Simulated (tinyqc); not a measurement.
# AlGaN/GaN HEMT with access regions, lumped model, step by step

Numbers from tinyqc (`OMP_NUM_THREADS=1 python tinyqc.py 2570080 2570081 out.jsonl`; about 0.04 s on one thread of a shared Intel Xeon 2.30GHz). Printed values are rounded.

A polarisation-induced electron sheet under a Schottky gate, in series with two ungated access regions and contacts. Drift law v = mu E/(1 + mu E/vs) under the gate. Currents in mA/mm, resistances in ohm mm. No self-heating, no channel-length modulation; fits for polarisation, barrier and offset are chosen for the exercise.

Values chosen for this exercise; values close to those of AlGaN/GaN structures: aluminium share of the barrier x = 0.23; barrier thickness d = 15 nm; relative permittivity of barrier and channel eps_r = 9.1; channel mobility mu = 1100 cm^2/(V s); saturation velocity vs = 1.3e7 cm/s; gate length Lg = 0.25 um; source access length Ls = 0.5 um; drain access length Ld = 12 um; resistance of each contact Rc = 0.44 ohm mm; share of the drain-access electrons removed by traps ft = 0.42; gate voltage Vg = -0.5 V; critical field Ec = 2.9 MV/cm; depth over which the depleted charge spreads te = 0.19 um; insulator under the field plate tf = 200 nm; relative permittivity of that insulator ei = 3.9.

Constants: q = 1.602176634e-19 C, eps0 = 8.8541878128e-14 F/cm where lengths are in cm. Results are converted to the units shown.

## Polarisation charge, threshold and sheet resistance

sigma = (5e13 x + 1.6e13 x^2) cm^-2, phiB = 0.84 + 1.3 x, dEc = 0.7 (1.71 x + x^2) in volts, Cb = eps0 eps_r/d, VT = phiB - dEc - q sigma/Cb, access density n0 = -Cb VT/q. Rsh = 1/(q mu n0); largest access current q n0 vs.

sigma = 1.234640e13 cm^-2
Cb = 0.5371541 uF/cm^2
VT = -2.855917 V
n0 = 9.574897e12 cm^-2
Rsh = 592.6016 ohm
q n0 vs = 1994.288 mA/mm

## On-resistance and breakdown

sigma = (5e13 x + 1.6e13 x^2) cm^-2, phiB = 0.84 + 1.3 x, dEc = 0.7 (1.71 x + x^2) in volts, Cb = eps0 eps_r/d, VT = phiB - dEc - q sigma/Cb, access density n0 = -Cb VT/q. Ron = 2 Rc + Ls/(q mu n0) + Ld/(q mu (1 - ft) n0) + Lg/(mu Cb (Vg - VT)). Off state: a depleted stretch that holds the voltage V has the peak field sqrt(k V), k = 2 q n0/(eps0 eps_r te), so one edge holds V1 = Ec^2/k. The sheet under the plate pinches off at Vf = q n0 (1/Cb + tf/(eps0 ei)); beyond it the gate edge is screened. BV = V1 if Vf >= V1, else Vf + V1, and at most Ec Ld. Specific resistance Ron (Ls + Lg + Ld); figure of merit BV^2 over it.

Ron = 13.61662 ohm mm
Vf = 91.70668 V
V1 = 41.96287 V
BV = 41.96287 V
specific resistance = 1.736119 mohm cm^2
figure of merit = 1.014264 MW/cm^2

The plate pinches off too late to screen the gate edge, so it adds nothing.
